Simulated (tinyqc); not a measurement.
# Slope factor and drain-induced lowering from three currents

Problem. With source and body at 0 V, I = A exp((Vg + dd Vd)/(nf Vt)) (1 - exp(-Vd/Vt)). Find nf, the swing nf Vt ln 10 and dd.

Inputs (values chosen for the exercise):
- T = 300 K (temperature)

Constants: q = 1.602176634e-19 C, kB = 1.380649e-23 J/K, Vt = kB T/q. Results are converted to the units shown.

currents at (Vg, Vd) = (0, 0.05), (0, 0.8) and (0.08, 0.8) V (nA/um): [0.0021498359, 0.022700419, 0.19181812]

Answer. The pair at equal Vd gives nf; the pair at equal Vg, after dividing out the factors 1 - exp(-Vd/Vt), gives dd.

nf = 1.450
swing = 86.31 mV/decade
dd = 0.1100

tinyqc, about 0.04 s, one thread, Intel Xeon 2.30GHz (shared host): `OMP_NUM_THREADS=1 python tinyqc.py 2242148 2242149 out.jsonl`
